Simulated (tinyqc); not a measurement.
## Delay unit and parasitic delay from two ring oscillators

Question. A ring of 21 inverters oscillates at 1/(2 x 21 d), with stage delay d = tau (h + p) for fan-out h. Find tau, p and the delay at fan-out 4.

frequencies of 21-stage ring oscillators with fan-out 1 and 4 (GHz): [1.4515790, 0.64960163]

Solution. d is a straight line in h with slope tau and intercept tau p.

tau = 6.750 ps
p = 1.430
delay at fan-out 4 = 36.65 ps

Computed by the program tinyqc: `OMP_NUM_THREADS=1 python tinyqc.py 2082185 2082186 out.jsonl`, one thread of a shared Intel Xeon 2.30GHz, about 0.01 s for the whole run.
